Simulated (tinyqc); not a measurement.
# Strained alloy layer of InP and GaP on (001) GaAs, model-solid band line-up: gaps, strain and offsets against composition

The layer is x parts of the first compound and 1 - x of the second, grown coherently on the third as substrate and barrier. Rows of the table: lattice constant a, average valence level Ea on an absolute scale, spin-orbit splitting so, gaps at Gamma, X and L, hydrostatic deformation potentials av and ac (Gamma), shear potential b, elastic constants, electron and heavy-hole (along z) masses. All are interpolated linearly in x; gaps get -C x (1 - x), taken wholly in the conduction band; real line-ups can differ from this model by 0.1 eV or more.

In-plane strain e = (a_substrate - a)/a, e_z = -2 (c12/c11) e, volume change 2 e + e_z. With v = 2 e + e_z and d = 2 b (e_z - e): Eav = Ea + av v; E_hh = Eav + so/3 - d/2; E_lh = Eav - so/6 + d/4 + sqrt(so^2 + so d + 9 d^2/4)/2; E_c = Ea + so/3 + EG + ac v (Gamma). Substrate: E_v = Ea + so/3, E_c = E_v + EG. Well depths: dEc = E_c(substrate) - E_c, dEhh = E_hh - E_v(substrate), dElh likewise; strained Gamma gap E_c - max(E_hh, E_lh); positive values confine carriers in the layer. Matthews-Blakeslee for 60-degree dislocations in a single layer: hc = k (ln(hc/bv) + 1), k = bv (1 - nu/4)/(4 pi |e| (1 + nu)), nu = c12/(c11 + c12), bv = a/sqrt(2); the larger root. The valence offset is the larger of dEhh and dElh; a dash marks |e| under 0.02 % or no root.

Values chosen for this exercise:
- CG = 0.65 eV (bowing of the Gamma gap)
- CX = 0.2 eV (bowing of the X gap)
- CL = 1.03 eV (bowing of the L gap)

Binary compounds, values chosen for the exercise:
```
              close to InP  close to GaP  close to GaAs
a (angstrom)         5.869         5.451          5.653
Ea (eV)              -7.04          -7.4          -6.92
so (eV)               0.11        0.0792          0.344
EG (eV)               1.36          2.77           1.43
EX (eV)                2.2          2.29           1.92
EL (eV)               1.95           2.6           1.69
av (eV)               1.29          1.71           1.17
ac (eV)              -5.08         -7.16          -7.15
b (eV)               -1.71         -1.81          -1.71
c11 (GPa)             99.6           139            119
c12 (GPa)               56          62.5             54
me (m0)             0.0801         0.131         0.0668
mh (m0)              0.537         0.326          0.345
```

Gaps, strain and offsets against composition:
columns A: x; B: e (%); C: relaxed Gamma gap (eV); D: lower of X and L gaps (eV); E: strained Gamma gap (eV); F: E_hh - E_lh (meV); G: dEc (eV); H: valence offset (eV); I: hc (nm)
```
A           B      C      D      E       F         G        H     I
0.25    1.755  2.296  2.230  2.042  -161.3   -0.2667  -0.3455  4.17
0.31    1.298  2.194  2.178  2.013  -115.8   -0.2220  -0.3614  6.35
0.38   0.7694  2.081  2.110  1.980  -64.83   -0.1729  -0.3773  12.7
0.44   0.3209  1.989  2.060  1.950  -24.81   -0.1337  -0.3868  37.9
0.5   -0.1237  1.903  2.018  1.908   8.262  -0.09699  -0.3807   119
0.56  -0.5643  1.820  1.982  1.842   30.53  -0.06293  -0.3493  18.9
0.62   -1.001  1.743  1.954  1.779   43.10  -0.03151  -0.3176  9.02
0.69   -1.506  1.658  1.931  1.708   51.23  0.001768  -0.2799  5.19
0.75   -1.934  1.591  1.919  1.650   55.64   0.02736  -0.2472  3.63
```

The relaxed Gamma gap falls from 2.30 to 1.59 eV and the strained one falls from 2.04 to 1.65 eV. The lattice matches the substrate at x = 0.483; the heavy hole is on top where the layer is compressed (e < 0) and the light hole where it is stretched. The relaxed alloy turns direct at x = 0.335. dEc rises from -0.267 to 0.0274 eV and the valence offset goes from -0.346 through a minimum of -0.387 (at x = 0.44 among the rows listed) to -0.247 eV. At the largest strain listed, -1.93 %, strain changes the gap by 59.2 meV. For x = 0.25, 0.31 the lowest conduction valley of the relaxed alloy is X or L, so the gap and dEc listed hold for Gamma only.

Program tinyqc, `OMP_NUM_THREADS=1 python tinyqc.py 2690010 2690011 out.jsonl`; Intel Xeon 2.30GHz, shared host, one thread, about 0.01 s.
